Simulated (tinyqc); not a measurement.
## Polarisation charge from two barrier thicknesses

Inverse problem. Voff = phiB - dEc - q sigma d/(eps0 eb). Find sigma, phiB - dEc and the thickness at which Voff = 0.

Constants: q = 1.602176634e-19 C, eps0 = 8.8541878128e-14 F/cm where lengths are in cm. Results are converted to the units shown.

Voff at d = 15 and 36 nm (V): [-5.5233753, -14.217061]
eb = 9.2636000

Answer. Voff is a straight line in d: its slope is -q sigma/(eps0 eb) and its intercept phiB - dEc.

sigma = 2.12e13 cm^-2
phiB - dEc = 0.686 V
thickness for Voff = 0 = 1.66 nm

Computed by the program tinyqc: `OMP_NUM_THREADS=1 python tinyqc.py 2180101 2180102 out.jsonl`, one thread of a shared Intel Xeon 2.30GHz, about 0.01 s for the whole run.
